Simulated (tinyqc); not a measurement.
## Thermal resistances of a two-die stack

Problem. Heat leaves through the lower die only, and the system is linear. Find the resistance R1 from the lower die to the coolant, R2 between the dies, and the rise of the upper die when both are powered.

Values chosen for this exercise:
- P1 = 18 W (power of the lower die)
- P2 = 5 W (power of the upper die)

rises of the lower and upper die with only the lower one powered (K): 4.14  4.14
rises of the lower and upper die with only the upper one powered (K): 1.15  2.1

Answer. With only the lower die powered no heat crosses R2, so both dies rise by P1 R1; the difference in the second test is P2 R2; rises add.

R1 = 0.2300 K/W
R2 = 0.1900 K/W
rise of the upper die = 6.240 K

Computed by the program tinyqc: `OMP_NUM_THREADS=1 python tinyqc.py 2162133 2162134 out.jsonl`, one thread of a shared Intel Xeon 2.30GHz, about 0.02 s for the whole run.
